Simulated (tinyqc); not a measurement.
Moment against the Stoner parameter: Stoner model of a band ferromagnet.

Density of states per atom and spin: flat with a rise to the top, D(e) = (M/W) [1 - sp + 4 sp (e/W + 1/2)^3]. Levels e -/+ I m/2 for up and down spin, m = n_up - n_down, n_up + n_down = nd. At zero temperature e(N) is the energy below which N states lie, and E(m) = sum over spins of integral e D de - I m^2/4.

Parameters, chosen for this exercise:
- W = 3.9 eV (band width, e from -W/2 to W/2)
- M = 5 (states per atom and spin)
- nd = 8.96 (electrons per atom)
- sp = 0.54 (shape parameter)

Lowest state for each I.

Results:

| I (eV) | I D(EF) | m (muB) | E - E(0) (meV) |
|---|---|---|---|
| 0.20 | 0.605 | 0.000 | 0.0 |
| 0.27 | 0.817 | 0.000 | 0.0 |
| 0.30 | 0.908 | 0.000 | 0.0 |
| 0.33 | 0.999 | 0.000 | 0.0 |
| 0.37 | 1.120 | 1.040 | -10.5 |
| 0.42 | 1.271 | 1.040 | -24.0 |
| 0.50 | 1.513 | 1.040 | -45.6 |
| 0.60 | 1.816 | 1.040 | -72.7 |

A moment first appears at I = 0.37 eV of those listed, where I D(EF) = 1.120. It is saturated at 1.040 from I = 0.37 eV on. Between that row and the one before it m goes from zero to saturation; the table does not show whether the onset is abrupt.

tinyqc: `OMP_NUM_THREADS=1 python tinyqc.py 1682584 1682585 out.jsonl`; about 0.3 s, one thread, shared Intel(R) Xeon(R) Processor @ 2.30GHz.
